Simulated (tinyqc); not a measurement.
# Band bending at a free surface with one surface level, surface photovoltage and Kelvin probe: pinning by the surface states

n-type bulk, xi = Ec - EF = Vt ln(Nc/Nd), p0 = ni^2/Nd, ni = sqrt(Nc Nv) exp(-Eg/(2 Vt)), Eg in volts. b is the upward band bending, u = b/Vt. Space charge per area, in units of q: Qc = sign(b) sqrt((2 eps0 eps_r Vt/q) [(Nd + dn)(exp(-u) - 1) + Nd u + (p0 + dn)(exp(u) - 1)]), with dn the excess density under light (flat quasi-Fermi levels; 0 in the dark). The level holds -Ns f, f = 1/(1 + exp((xi + b - Es)/Vt)). Neutrality: Qc + Qf + (charge of the states) = 0.

b solves the neutrality condition in the dark.

Values chosen for this exercise; band and dielectric values close to those of indium phosphide:
- T = 300 K (temperature)
- Eg = 1.33 eV (band gap)
- eps_r = 12.4 (relative permittivity)
- Nc = 5.73e17 cm^-3 (conduction-band density of states at T)
- Nv = 1.12e19 cm^-3 (valence-band density of states at T)
- Nd = 7.8e15 cm^-3 (donor density)
- Qf = 0 cm^-2 (fixed positive charge at the surface)
- Es = 0.49 eV (its depth below the conduction edge)

Constants: q = 1.602176634e-19 C, kB = 1.380649e-23 J/K, Vt = kB T/q, eps0 = 8.8541878128e-14 F/cm where lengths are in cm. Results are converted to the units shown.

Pinning by the surface states:
```
Ns (cm^-2)    b (V)  xi + b (eV)  Qc (cm^-2)
2.4e10      0.01870       0.1298    2.400e10
6.7e10      0.06582       0.1769    6.700e10
1.8e11       0.3011       0.4122    1.715e11
5.1e11       0.3908       0.5019    1.975e11
1.4e12       0.4243       0.5354    2.064e11
3.9e12       0.4526       0.5636    2.136e11
1.1e13       0.4795       0.5906    2.202e11
2.9e13       0.5042       0.6153    2.261e11
8.1e13       0.5302       0.6413    2.322e11
```

b rises from 0.0187 to 0.530 V. The level is over 95 % full (Qc near Ns - Qf) in the 3 rows with xi + b more than 3 Vt short of Es = 0.49 eV. Beyond that it empties, and between the last two rows b gains only 58.3 mV a decade.

Numbers from tinyqc (`OMP_NUM_THREADS=1 python tinyqc.py 2430164 2430165 out.jsonl`; about 0.01 s on one thread of a shared Intel Xeon 2.30GHz).
